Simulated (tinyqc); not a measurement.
Plane-wave Kohn-Sham cycle with exchange-only LDA in a layered model solid, step by step. One step of it, computed by the program tinyqc.

Task: Iteration 1: Hamiltonian at one k. H(m,m') = (k + G_m)^2/2 delta + V(G_m - G_m'), with V(-G) = V(G).

A solid whose potential varies along x alone (atomic units):
```
parameter,value
period a,10.300000
cross-section of the cell,29.000000
electrons per cell,4
grid points,16
"plane waves -n..n, n",3
k points,2
V1 in V1 cos(2 pi x/a),-0.780000
V2 in V2 cos(4 pi x/a),0.180000
```

V(G_m), m = 0, 1, 2, ... (hartree): -0.233847  -0.390000  0.090000  0.000000  0.000000  0.000000  0.000000

k = 0.250000 2 pi / a

Give: H.

Result:

H (hartree):
```
,-3,-2,-1,+0,+1,+2,+3
-3,1.1732,-0.3900,0.0900,0.0000,0.0000,0.0000,0.0000
-2,-0.3900,0.3360,-0.3900,0.0900,0.0000,0.0000,0.0000
-1,0.0900,-0.3900,-0.1292,-0.3900,0.0900,0.0000,0.0000
+0,0.0000,0.0900,-0.3900,-0.2222,-0.3900,0.0900,0.0000
+1,0.0000,0.0000,0.0900,-0.3900,0.0569,-0.3900,0.0900
+2,0.0000,0.0000,0.0000,0.0900,-0.3900,0.7081,-0.3900
+3,0.0000,0.0000,0.0000,0.0000,0.0900,-0.3900,1.7314
```
